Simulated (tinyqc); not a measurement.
Virtual-crystal alloy A(1-x)B(x) in sp3s* tight binding: one step. The Hamiltonian at L. Three cases, with inputs chosen for the exercise.

Problem. k = (1/2,1/2,1/2); parameters in the order Esa, Epa, Esc, Epc, Exa, Exc, Vss, Vxx, Vxy, Vsapc, Vscpa, Vxapc, Vpaxc.

sp3s* tight binding, nearest neighbours only: anion (a) at 0, cation (c) at a/4 (1,1,1), orbitals s, px, py, pz, s* on each; k in units of 2 pi/a. With phases e_j = exp(i (pi/2) k.n_j) for n = (1,1,1), (1,-1,-1), (-1,1,-1), (-1,-1,1): g0 = (e1+e2+e3+e4)/4, g1 = (e1+e2-e3-e4)/4, g2 = (e1-e2+e3-e4)/4, g3 = (e1-e2-e3+e4)/4. The diagonal holds the levels Esa, Epa, Exa (s*) and Esc, Epc, Exc. Anion-cation block: <sa|sc> = Vss g0; <sa|xc> = Vsapc g1; <xa|sc> = -Vscpa g1; <xa|xc> = Vxx g0; <xa|yc> = <ya|xc> = Vxy g3, <xa|zc> = <za|xc> = Vxy g2, <ya|zc> = <za|yc> = Vxy g1; <s*a|xc> = Vxapc g1; <xa|s*c> = -Vpaxc g1; y and z take g2 and g3 in place of g1; s-s* and s*-s* vanish.

Case 1.

parameters (eV): Esa -5.526100, Epa 1.633050, Esc -5.526100, Epc 1.633050, Exa 6.429320, Exc 6.429320, Vss -7.072314, Vxx 1.636511, Vxy 4.841869, Vsapc 5.526012, Vscpa 5.526012, Vxapc 5.253380, Vpaxc 5.253380

Case 2.

parameters (eV): Esa -8.135600, Epa 1.026200, Esc -2.233640, Epc 3.648000, Exa 8.305080, Exc 6.736240, Vss -6.516956, Vxx 1.932927, Vxy 4.855407, Vsapc 4.666948, Vscpa 5.685023, Vxapc 4.748876, Vpaxc 4.866918

Case 3.

parameters (eV): Esa -8.342200, Epa 0.994400, Esc -1.829720, Epc 4.071640, Exa 8.377400, Exc 7.122680, Vss -6.310737, Vxx 1.999932, Vxy 4.630673, Vsapc 3.142949, Vscpa 5.923879, Vxapc 3.987198, Vpaxc 4.765397

Give: g0, g1, g2, g3; H.

Solution.

Case 1.

g0, g1, g2, g3: [0.3536-0.3536i, -0.3536+0.3536i, -0.3536+0.3536i, -0.3536+0.3536i]

H (eV):
```
                  sa               xa               ya               za              s*a               sc
sa           -5.5261                0                0                0                0  -2.5004+2.5004i
xa                 0           1.6330                0                0                0   1.9537-1.9537i
ya                 0                0           1.6330                0                0   1.9537-1.9537i
za                 0                0                0           1.6330                0   1.9537-1.9537i
s*a                0                0                0                0           6.4293                0
sc   -2.5004-2.5004i   1.9537+1.9537i   1.9537+1.9537i   1.9537+1.9537i                0          -5.5261
xc   -1.9537-1.9537i   0.5786+0.5786i  -1.7119-1.7119i  -1.7119-1.7119i  -1.8574-1.8574i                0
yc   -1.9537-1.9537i  -1.7119-1.7119i   0.5786+0.5786i  -1.7119-1.7119i  -1.8574-1.8574i                0
zc   -1.9537-1.9537i  -1.7119-1.7119i  -1.7119-1.7119i   0.5786+0.5786i  -1.8574-1.8574i                0
s*c                0   1.8574+1.8574i   1.8574+1.8574i   1.8574+1.8574i                0                0

                  xc               yc               zc             s*c
sa   -1.9537+1.9537i  -1.9537+1.9537i  -1.9537+1.9537i               0
xa    0.5786-0.5786i  -1.7119+1.7119i  -1.7119+1.7119i  1.8574-1.8574i
ya   -1.7119+1.7119i   0.5786-0.5786i  -1.7119+1.7119i  1.8574-1.8574i
za   -1.7119+1.7119i  -1.7119+1.7119i   0.5786-0.5786i  1.8574-1.8574i
s*a  -1.8574+1.8574i  -1.8574+1.8574i  -1.8574+1.8574i               0
sc                 0                0                0               0
xc            1.6330                0                0               0
yc                 0           1.6330                0               0
zc                 0                0           1.6330               0
s*c                0                0                0          6.4293
```

Case 2.

g0, g1, g2, g3: [0.3536-0.3536i, -0.3536+0.3536i, -0.3536+0.3536i, -0.3536+0.3536i]

H (eV):
```
                  sa               xa               ya               za              s*a               sc
sa           -8.1356                0                0                0                0  -2.3041+2.3041i
xa                 0           1.0262                0                0                0   2.0100-2.0100i
ya                 0                0           1.0262                0                0   2.0100-2.0100i
za                 0                0                0           1.0262                0   2.0100-2.0100i
s*a                0                0                0                0           8.3051                0
sc   -2.3041-2.3041i   2.0100+2.0100i   2.0100+2.0100i   2.0100+2.0100i                0          -2.2336
xc   -1.6500-1.6500i   0.6834+0.6834i  -1.7166-1.7166i  -1.7166-1.7166i  -1.6790-1.6790i                0
yc   -1.6500-1.6500i  -1.7166-1.7166i   0.6834+0.6834i  -1.7166-1.7166i  -1.6790-1.6790i                0
zc   -1.6500-1.6500i  -1.7166-1.7166i  -1.7166-1.7166i   0.6834+0.6834i  -1.6790-1.6790i                0
s*c                0   1.7207+1.7207i   1.7207+1.7207i   1.7207+1.7207i                0                0

                  xc               yc               zc             s*c
sa   -1.6500+1.6500i  -1.6500+1.6500i  -1.6500+1.6500i               0
xa    0.6834-0.6834i  -1.7166+1.7166i  -1.7166+1.7166i  1.7207-1.7207i
ya   -1.7166+1.7166i   0.6834-0.6834i  -1.7166+1.7166i  1.7207-1.7207i
za   -1.7166+1.7166i  -1.7166+1.7166i   0.6834-0.6834i  1.7207-1.7207i
s*a  -1.6790+1.6790i  -1.6790+1.6790i  -1.6790+1.6790i               0
sc                 0                0                0               0
xc            3.6480                0                0               0
yc                 0           3.6480                0               0
zc                 0                0           3.6480               0
s*c                0                0                0          6.7362
```

Case 3.

g0, g1, g2, g3: [0.3536-0.3536i, -0.3536+0.3536i, -0.3536+0.3536i, -0.3536+0.3536i]

H (eV):
```
                  sa               xa               ya               za              s*a               sc
sa           -8.3422                0                0                0                0  -2.2312+2.2312i
xa                 0           0.9944                0                0                0   2.0944-2.0944i
ya                 0                0           0.9944                0                0   2.0944-2.0944i
za                 0                0                0           0.9944                0   2.0944-2.0944i
s*a                0                0                0                0           8.3774                0
sc   -2.2312-2.2312i   2.0944+2.0944i   2.0944+2.0944i   2.0944+2.0944i                0          -1.8297
xc   -1.1112-1.1112i   0.7071+0.7071i  -1.6372-1.6372i  -1.6372-1.6372i  -1.4097-1.4097i                0
yc   -1.1112-1.1112i  -1.6372-1.6372i   0.7071+0.7071i  -1.6372-1.6372i  -1.4097-1.4097i                0
zc   -1.1112-1.1112i  -1.6372-1.6372i  -1.6372-1.6372i   0.7071+0.7071i  -1.4097-1.4097i                0
s*c                0   1.6848+1.6848i   1.6848+1.6848i   1.6848+1.6848i                0                0

                  xc               yc               zc             s*c
sa   -1.1112+1.1112i  -1.1112+1.1112i  -1.1112+1.1112i               0
xa    0.7071-0.7071i  -1.6372+1.6372i  -1.6372+1.6372i  1.6848-1.6848i
ya   -1.6372+1.6372i   0.7071-0.7071i  -1.6372+1.6372i  1.6848-1.6848i
za   -1.6372+1.6372i  -1.6372+1.6372i   0.7071-0.7071i  1.6848-1.6848i
s*a  -1.4097+1.4097i  -1.4097+1.4097i  -1.4097+1.4097i               0
sc                 0                0                0               0
xc            4.0716                0                0               0
yc                 0           4.0716                0               0
zc                 0                0           4.0716               0
s*c                0                0                0          7.1227
```

Computed by tinyqc, one run a case: `OMP_NUM_THREADS=1 python tinyqc.py N N+1 out.jsonl` with N = 1480010, 1480196, 1480614; one thread of a shared Intel(R) Xeon(R) Processor @ 2.30GHz, about 0.06 s a run at most.
